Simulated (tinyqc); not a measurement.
Silicon n-p-n transistor, Gummel numbers and transit times: Cut-off frequency against collector current.

One-dimensional n-p-n transistor in the forward active mode at low injection. In the base p(x) = NB exp(-eta x/wb) and ni(x)^2 = ni^2 exp((g0 + g1 x/wb)/Vt); electrons leave the base at vsat; band spikes at the emitter junction and recombination inside the emitter are ignored.

f(x) = p(x) ni^2/ni(x)^2; I(x) = integral from x to wb of f/Dn, plus f(wb)/vsat; base Gummel number GB = I(0); electron density per unit flux n/(J/q) = I/f; base transit time tauB = integral of I/f over the base. ni = sqrt(Nc Nv) exp(-Eg/(2 Vt)), Eg in volts; JC = J0 exp(VBE/Vt), J0 = q ni^2/GB; collector layer one-sided, Wc = sqrt(2 eps0 eps_r (Vbc + VCB)/(q NC)), Vbc = Vt ln(NB exp(-eta) NC/ni^2), Cjc = eps0 eps_r/Wc, tauC = Wc/(2 vsat). Delay 1/(2 pi fT) = tauE + tauB + tauC + tauR with tauE = Vt (Cj + Cjc)/JC and tauR = Rc Cjc. Charge stored in the emitter is left out. The Kirk effect, also left out, sets in near JC = q NC vsat. n(0) = (JC/q) I(0)/f(0).

Inputs (values chosen for the exercise); band and dielectric values close to those of silicon:
- T = 300 K (temperature)
- Eg = 1.13 eV (band gap)
- eps_r = 11.9 (relative permittivity)
- Nc = 2.78e19 cm^-3 (conduction-band density of states at T)
- Nv = 2.66e19 cm^-3 (valence-band density of states at T)
- vsat = 1e7 cm/s (saturation velocity)
- wb = 200 nm (neutral base width)
- NB = 1.1e18 cm^-3 (base doping at the emitter edge)
- eta = 2.2 (doping falls as exp(-eta x/wb))
- g0 = 0 eV (gap reduction at the emitter edge of the base)
- g1 = 0 eV (further gap reduction across the base (linear))
- Dn = 5.2 cm^2/s (electron diffusion coefficient in the base)
- NC = 2.8e16 cm^-3 (collector doping)
- VCB = 1.1 V (collector-base reverse bias)
- Cj = 1.7 fF/um^2 (emitter junction capacitance)
- Rc = 58 ohm um^2 (emitter plus collector resistance)

Constants: q = 1.602176634e-19 C, kB = 1.380649e-23 J/K, Vt = kB T/q, eps0 = 8.8541878128e-14 F/cm where lengths are in cm. Results are converted to the units shown.

The same in every row: tauB (ps) = 21.64; tauC (ps) = 1.499; tauR (ps) = 0.02039.

Result of one run:
```
VBE (V)  tauE (ps)  fT (GHz)  JC/(q NC vsat)  n(0)/NB
0.8696       1.829     6.369         0.06464  0.02576
```

Which collector current density JC gave this result: 0.0066, 0.029, 0.061, 0.13 or 0.27 mA/um^2?

JC = 0.029 mA/um^2.

The whole series:
```
JC (mA/um^2)  VBE (V)  tauE (ps)  fT (GHz)  JC/(q NC vsat)   n(0)/NB
0.0015         0.7930      35.36     2.720        0.003344  0.001333
0.0031         0.8118      17.11     3.952        0.006910  0.002754
0.0066         0.8313      8.036     5.102         0.01471  0.005863
0.014          0.8507      3.788     5.906         0.03121   0.01244
0.029          0.8696      1.829     6.369         0.06464   0.02576
0.061          0.8888     0.8695     6.623          0.1360   0.05419
0.13           0.9083     0.4080     6.753          0.2898    0.1155
0.27           0.9272     0.1964     6.814          0.6019    0.2399
0.56           0.9461    0.09471     6.844           1.248    0.4975
```

fT rises from 2.72 to 6.84 GHz as the charging time falls as 1/JC; its limit for vanishing tauE is 6.87 GHz, of which the largest delay is tauB (93.4 %). tauE equals the other delays together at JC = 0.00229 mA/um^2. For JC = 0.27, 0.56 JC nears or passes q NC vsat, where base push-out would lower fT. For JC = 0.27, 0.56 the electron density at the emitter edge exceeds a fifth of NB, beyond low injection.

Range of the model: Heavy doping makes emitter or base degenerate; gE and g0 are to be read as apparent gap changes that include this.

Numbers from tinyqc (`OMP_NUM_THREADS=1 python tinyqc.py 2320133 2320134 out.jsonl`; about 0.01 s on one thread of a shared Intel Xeon 2.30GHz).
